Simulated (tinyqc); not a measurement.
What moves the results: Slater-Koster d bands of an fcc metal. A value that a table varies takes the place of the one given here.

Slater-Koster d bands. For a bond with direction cosines (l, m, n) the 5 x 5 block is dds Ps + ddp Pp + ddd (1 - Ps - Pp), the projectors on sigma, pi and delta states about the bond; for instance <xy|xy> = 3 l^2 m^2 dds + (l^2 + m^2 - 4 l^2 m^2) ddp + (n^2 + l^2 m^2) ddd, <xy|yz> = 3 l m^2 n dds + l n (1 - 4 m^2) ddp + l n (m^2 - 1) ddd and <3z2-r2|3z2-r2> = (n^2 - (l^2 + m^2)/2)^2 dds + 3 n^2 (l^2 + m^2) ddp + (3/4)(l^2 + m^2)^2 ddd. H(k) sums the blocks times cos(k.R) over the neighbours; the d level is the zero of energy; k in 2 pi/a.

Neighbours: twelve at (a/2)(1,1,0) and equivalents.

Mesh: k = f1 b1 + f2 b2 + f3 b3 with fractions (j + 1/2)/N, j = 0 to N - 1, and b = (-1,1,1), (1,-1,1), (1,1,-1) for fcc, (0,1,1), (1,0,1), (1,1,0) for bcc, unit vectors for simple cubic. The lowest Nd/10 of all levels are filled with two electrons each; the bond energy is their sum per atom.

Inputs chosen for the exercise (of the size met in Ru; not measured data): dds = -0.993 eV (dd sigma); ddp = 0.616 eV (dd pi); ddd = -0.04 eV (dd delta); N = 10 (mesh); f2 = 0.487 (factor for second neighbours in bcc).

## Band filling: full bands against the rectangular model

W = sqrt(12 mu2) with mu2 the mean square level on the mesh; rectangular model: Fermi level W (Nd/10 - 1/2), bond energy -W Nd (10 - Nd)/20. The Fermi level of the mesh is the highest filled level.

Per atom (eV):

| Nd | EF, bands | bond energy, bands | EF, rectangle | bond energy, rectangle |
|---|---|---|---|---|
| 1 | -2.702 | -3.493 | -2.838 | -3.193 |
| 2 | -2.087 | -5.880 | -2.129 | -5.676 |
| 3 | -1.498 | -7.632 | -1.419 | -7.450 |
| 4 | -0.560 | -8.712 | -0.710 | -8.515 |
| 5 | 0.115 | -8.927 | 0.000 | -8.869 |
| 6 | 0.989 | -8.357 | 0.710 | -8.515 |
| 7 | 1.551 | -7.083 | 1.419 | -7.450 |
| 8 | 2.172 | -5.203 | 2.129 | -5.676 |
| 9 | 2.622 | -2.788 | 2.838 | -3.193 |

W = 7.096 eV
full width on the mesh = 8.187 eV

The bond energy is deepest at Nd = 5 (-8.927 eV); the rectangle has its minimum at 5. The two differ most at Nd = 8, by 0.474 eV or 5 % of the deepest value: the second moment fixes the parabola, and higher moments the rest. At Nd = 3 and 7 the bands give -7.632 and -7.083 eV, a skew towards less than half filling.

## Which lattice a d-band metal prefers

fcc has twelve neighbours, bcc eight and six (the six times f2), simple cubic six. The integrals of bcc and sc are scaled so that all three have the second moment of fcc, which stands for equal repulsion (structural energy difference theorem). s and p electrons are left out.

Bond energy per atom:

| Nd | fcc (eV) | bcc - fcc (meV) | sc - fcc (meV) |
|---|---|---|---|
| 1 | -3.493 | 220 | 99 |
| 2 | -5.880 | 49 | 63 |
| 3 | -7.632 | -163 | 260 |
| 4 | -8.712 | -366 | 443 |
| 5 | -8.927 | -40 | 476 |
| 6 | -8.357 | 356 | 88 |
| 7 | -7.083 | 418 | -290 |
| 8 | -5.203 | 135 | -614 |
| 9 | -2.788 | -191 | -606 |

scale factors: bcc 1.1285, sc 1.4142

mu3/mu2^1.5: fcc -0.258, bcc -0.242, sc 0.000

mu4/mu2^2: fcc 1.904, bcc 1.763, sc 2.141

largest change of a difference when N is raised to 14 = 34 meV

fcc is lowest for Nd = 1, 2 and 6. bcc is lowest for Nd = 3, 4 and 5. sc is lowest for Nd = 7, 8 and 9. bcc gains most on fcc at Nd = 4 (-366 meV). A small fourth moment marks a two-peaked band, which tends to favour fillings near one half; bcc has -7 % against fcc, and at Nd = 5 it lies -40 meV from fcc (differences of a few tens of meV are within the error of the mesh; hcp is left out, and this d-only model can miss the lattice of the real metal). The third moments, from three-membered rings, skew the bands. That simple cubic wins anywhere comes from keeping d bands and equal second moments alone; no transition metal takes it. Differences below about 34 meV are within the error of this mesh, and the s and p electrons left out weigh most where the d band is nearly empty or full.

## What each integral does

Levels at Gamma, E(t2g) = 3 dds + 4 ddp + 5 ddd, E(eg) = 1.5 dds + 6 ddp + 4.5 ddd, and W = sqrt(12 mu2), the width of a rectangular band with the same second moment mu2 = z (dds^2 + 2 ddp^2 + 2 ddd^2)/5, z = 12. Each row changes one parameter from the base and keeps the others.

Results:

| case | t2g (eV) | eg (eV) | W (eV) |
|---|---|---|---|
| base | -0.7150 | 2.0265 | 7.0956 |
| dds = -0.844 eV | -0.2680 | 2.2500 | 6.5164 |
| ddp = 0.5236 eV | -1.0846 | 1.4721 | 6.6545 |
| ddd = -0.046 eV | -0.7450 | 1.9995 | 7.0977 |

The largest shifts from the base row, up to three for each result and ties (the steps differ in size, so this ranks the rows, not the parameters). t2g (eV): dds +0.4470, ddp -0.3696, ddd -0.0300. eg (eV): ddp -0.5544, dds +0.2235, ddd -0.0270. W (eV): dds -0.5791, ddp -0.4411, ddd +0.0021. The ratio of the shifts of t2g and eg names the integral: 3 : 1.5 for dds, 4 : 6 for ddp, 5 : 4.5 for ddd.

Program tinyqc; command `OMP_NUM_THREADS=1 python tinyqc.py 1482670 1482671 out.jsonl`; about 0.03 s on one thread of a shared Intel(R) Xeon(R) Processor @ 2.30GHz.
